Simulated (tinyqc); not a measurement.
Inside a calculation. Model: capacitance measurement on a leaky thin oxide: effects of series resistance and leakage.

Numbers from tinyqc (`OMP_NUM_THREADS=1 python tinyqc.py 2022004 2022005 out.jsonl`; about 0.01 s on one thread of a shared Intel Xeon 2.30GHz). Printed values are rounded.

The device is a capacitance C in parallel with a leakage conductance G, in series with Rs and Ls. An impedance meter reports either a parallel pair (Cp, Gp) from Y = 1/Z = Gp + i w Cp or a series pair (Cs, Rm) from Z = Rm + 1/(i w Cs); w = 2 pi f, dissipation D = Gp/(w |Cp|).

Values chosen for this exercise; values of the order met in thin-oxide MOS capacitors:

| symbol | value | unit | meaning |
|---|---|---|---|
| eox | 8.8 |  | relative permittivity of the gate insulator (close to aluminium oxide) |
| tox | 4.1 | nm | insulator thickness |
| A | 2500 | um^2 | gate area |
| zc | 0.54 | nm | oxide-equivalent thickness added by the accumulation layer |
| zp | 0.32 | nm | oxide-equivalent thickness added by gate depletion |
| Jg | 0.00019 | A/cm^2 | gate leakage current density, not matched to the thickness |
| Vs | 0.43 | V | voltage for an e-fold rise of the leakage |
| Rs | 5.1 | ohm | series resistance |
| Ls | 0 | nH | series inductance |
| f | 10000 | Hz | measuring frequency |

Constants: eps0 = 8.8541878128e-14 F/cm where lengths are in cm. Results are converted to the units shown.

## True capacitance and conductance

EOT = 3.9 tox/eox; CET = EOT + zc + zp; C = 3.9 eps0 A/CET; G = Jg A/Vs.

EOT = 1.81705 nm
CET = 2.67705 nm
C = 32.2476 pF
G = 0.0110465 uS

## What the meter reports

Z = Rs + i w Ls + 1/(G + i w C).

Z = (0.02696-4.93526i) x 1e5 ohm
Cp = 32.2476 pF
Gp = 0.0110674 uS
Cs = 32.2486 pF
D = 0.00546223

Cp is within 0.01 % of C and Cs is within 0.01 % of it; G Rs = 5.63e-8, w C Rs = 1.03e-5 and G/(w C) = 0.00545.
